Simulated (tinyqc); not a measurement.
All approximations against the coupling: Froehlich polaron in a polar crystal. Computed by tinyqc, a small Python program. Command: `OMP_NUM_THREADS=1 python tinyqc.py 3013998 3013999 out.jsonl frohlich walk`. One thread of a shared host (Intel(R) Xeon(R) Processor @ 2.30GHz), about 0.06 s of CPU time with the checks.

One electron in a parabolic band of mass m*, coupled to dispersionless LO phonons in the continuum model. Energies are in units of hbar omega unless marked, wave numbers in k_0 = sqrt(2 m* omega/hbar).

Inputs (values chosen for the exercise, for a model crystal):
```
quantity,value,unit
band mass m*,0.419,m_0
LO phonon energy hbar omega,17.4,meV
eps_inf,2.83,-
static dielectric constant eps_s,6.17,-
electron wave number k/k_0,0.53,-
```

Constants: hbar^2/(2 m_0) = 3.80998212 eV angstrom^2; e^2/(4 pi eps_0) = 14.39964548 eV angstrom.

Method:
- 1/eps* = 1/eps_inf - 1/eps_s; k_0 = sqrt(2 m* omega/hbar) = sqrt(m* hbar omega / (hbar^2/(2 m_0))) with m* in m_0; alpha = (e^2/(4 pi eps_0)) k_0/(2 eps* hbar omega); polaron length 1/k_0.
- Feynman's bound: E(v, w) = 3 (v - w)^2/(4 v) - (alpha v/sqrt(pi)) int_0^infinity e^-u D(u)^(-1/2) du, D = w^2 u + ((v^2 - w^2)/v)(1 - e^(-v u)); integrals by 80 Gauss-Legendre points in s from 0 to 1 with u = 40 s^2.
- Minimise over v > w > 0 (simplex search); mass m_p/m* = 1 + (alpha v^3/(3 sqrt(pi))) int u^2 e^-u D^(-3/2) du.
- Other columns: second order -alpha; Landau-Pekar Gaussian -alpha^2/(3 pi); Lee-Low-Pines mass 1 + alpha/6. The polaron energy in meV uses the given hbar omega.

coupling constant alpha = 3.46232

Energies (hbar omega) and masses (m*):
```
alpha,second order,Gaussian,Feynman,Feynman (meV),"mass, LLP","mass, Feynman",v,w
0.87,-0.87,-0.080310,-0.87979,-15.308,1.145,1.166,3.09,2.89
1.7,-1.7,-0.30664,-1.7393,-30.263,1.2833,1.378,3.2,2.77
3.5,-3.5,-1.2998,-3.6885,-64.180,1.5833,2.186,3.53,2.47
5.5,-5.5,-3.2096,-6.0623,-105.48,1.9167,5.036,4.3,2.01
6.5,-6.5,-4.4829,-7.3920,-128.62,2.0833,9.746,5.16,1.73
9.5,-9.5,-9.5758,-12.461,-216.83,2.5833,84.79,11.1,1.24
13,-13,-17.931,-20.791,-361.76,3.1667,412.8,22.2,1.11
```

What does the comparison show, and why?

All three energies are upper bounds (-alpha through the Lee-Low-Pines state), and the Feynman value is the lowest in every row. It lies within 5 % of -alpha up to alpha = 1.7; at alpha = 13 it is 1.16 times the Gaussian value, whose alpha^2 law it approaches with a constant shift of about -3 ln 2 - 3/4 = -2.83 (here -2.86). The mass stays within 10 % of 1 + alpha/6 up to alpha = 1.7 and reaches 413 m* in the last row; w falls from 2.89 towards 1 while v grows to 22.2.

Extremes, crossings and ranges named in words are read from the listed rows.
